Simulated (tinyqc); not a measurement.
What each parameter does: heterojunction of two tight-binding chains.

Left chain: hopping -t1, sites at 2 t1 (band bottom 0). Right chain: hopping -t2, sites at dE + 2 t2 (bottom dE). t = c/(m a^2), c = hbar^2/2m0. The bond across the interface is -tc with tc = f sqrt(t1 t2), and the last left site has the extra energy U. In a chain E = bottom + 2t (1 - cos(ka)); the surface Green function of a half chain is g = -exp(ika)/t, with Im k > 0 where cos(ka) > 1.

Constants: hbar^2/2m0 = 3.80998211 eV angstrom^2.

Parameters, chosen for this exercise (masses and offset of the size met at InAs / GaSb; the results hold for these values, not for the real material):
- a = 5 angstrom (site spacing)
- m1 = 0.024 m0 (mass on the left)
- m2 = 0.037 m0 (mass on the right)
- dE = 0.93 eV (band offset)
- f = 1 (factor on the interface hopping)
- U = 0 eV (extra energy on the last left site)
- E = 0.971 eV (electron energy)

T = 4 Im(S1) Im(S2) |G|^2 with G = 1/(E - 2 t1 - U - S1 - S2), S1 = -t1 exp(i k1 a), S2 = -(tc^2/t2) exp(i k2 a).

Results for these values:

| case | T | k1 a | k2 a |
|---|---|---|---|
| base | 0.6408 | 0.3936 | 0.0998 |

What happens to each result for m2 = 0.0444 m0, all else kept?

Answer: T rises from 0.6408 to 0.6760; k1 a does not change at the printed digits; k2 a rises from 0.0998 to 0.1093.

The same for each parameter in turn:

| case | T | k1 a | k2 a |
|---|---|---|---|
| base | 0.6408 | 0.3936 | 0.0998 |
| m1 = 0.0288 m0 | 0.6044 | 0.4317 | 0.0998 |
| m2 = 0.0444 m0 | 0.6760 | 0.3936 | 0.1093 |
| dE = 0.88 eV | 0.7922 | 0.3936 | 0.1488 |
| f = 0.9 | 0.5399 | 0.3936 | 0.0998 |
| U = 0.2 eV | 0.6504 | 0.3936 | 0.0998 |
| a = 4 angstrom | 0.6434 | 0.3141 | 0.0798 |

Computed by tinyqc, a small Python program: `OMP_NUM_THREADS=1 python tinyqc.py 1451464 1451465 out.jsonl` (the numbers bound the seed that draws the inputs); one thread of a shared host (Intel(R) Xeon(R) Processor @ 2.30GHz), about 0.01 s for the whole set of steps.
